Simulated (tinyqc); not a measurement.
Tight binding, kagome lattice, step by step. One step of it, computed by the program tinyqc.

Question. Bloch Hamiltonian at K. H_AB = -t1 - t2 exp(-i k.a1), H_AC = -t1 - t2 exp(-i k.a2), H_BC = -t1 - t2 exp(i k.(a1 - a2)), H_CC = delta.

Parameters chosen for this model:
```
parameter     value                unit
t1         1.080000    eV, up triangles
t2         1.080000  eV, down triangles
delta             0        eV on site C
```

k point K (fractions of the reciprocal vectors): 0.333333  0.666667

Give: H(k) at K.

Answer.

H(k) at K (eV):
```
                 A                B                C
A           0.0000  -0.5400+0.9353i  -0.5400-0.9353i
B  -0.5400-0.9353i           0.0000  -0.5400+0.9353i
C  -0.5400+0.9353i  -0.5400-0.9353i           0.0000
```
